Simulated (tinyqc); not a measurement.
Length of a polyene: Hueckel, PPP and singles CI along the polyenes. Computed by the program tinyqc. Hueckel uses the same beta without repulsion; CIS keeps all single excitations and so misses the low, doubly excited 2Ag state. W is the valence ionisation energy of a centre, MN the Mataga-Nishimoto formula, f the oscillator strength.

All-trans chains of carbon centres 1.40 angstrom apart:
```
parameter,value
"beta (eV), times 1 +/- alternation",-2.370000
alternation,0.100000
W (eV),11.160000
gamma_rr (eV),10.020000
repulsion formula,MN
```

Gaps and excitations (eV):
```
centres,Hueckel gap,PPP orbital gap,bright singlet (CIS),f,lowest triplet (CIS)
2,5.214,10.290,7.686,0.659,2.742
4,3.500,8.083,5.532,1.019,1.905
8,2.275,6.349,3.966,1.774,1.324
10,1.993,5.932,3.595,2.116,1.203
12,1.800,5.643,3.339,2.443,1.124
```

Estimate the missing row, centres = 6.

Computed row:
```
centres  Hueckel gap  PPP orbital gap  bright singlet (CIS)      f  lowest triplet (CIS)
6              2.717            6.991                 4.540  1.409                 1.527
```

The Hueckel gap tends to 4 x alternation x |beta| = 0.95 eV for long chains. Exchange opens the PPP orbital gap, and the attraction of electron and hole brings the bright state 2.30 eV below it at 12 centres; the triplet lies 2.22 eV lower still.
